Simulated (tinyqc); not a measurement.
Doping from two capacitances.

Question. An abrupt p-n junction obeys 1/C^2 = 2 (Vbi - V)/(q eps0 eps_r Ne), Ne = Na Nd/(Na + Nd), Vbi = Vt ln(Na Nd/ni^2), V the bias of the p side. Na is known to be the larger doping. Find Ne, Vbi, Na and Nd.

Parameters, values chosen for the exercise:
```
symbol  value  unit                meaning
T         293     K            temperature
eps_r    11.5        relative permittivity
```

Constants: q = 1.602176634e-19 C, kB = 1.380649e-23 J/K, Vt = kB T/q, eps0 = 8.8541878128e-14 F/cm where lengths are in cm. Results are converted to the units shown.

C at V = -0.4 and -6.4 V (nF/cm^2): 61.847411  25.944851
ni = 7.5276210e9 cm^-3

Solution. The slope of 1/C^2 against -V gives Ne and its intercept Vbi. Then Na Nd = ni^2 exp(Vbi/Vt) and Na + Nd = Na Nd/Ne, so both are roots of one quadratic.

Ne = 6.009e16 cm^-3
Vbi = 0.8814 V
Na = 1.300e18 cm^-3
Nd = 6.300e16 cm^-3

Program tinyqc, `OMP_NUM_THREADS=1 python tinyqc.py 2000010 2000011 out.jsonl`; Intel Xeon 2.30GHz, shared host, one thread, about 0.03 s.
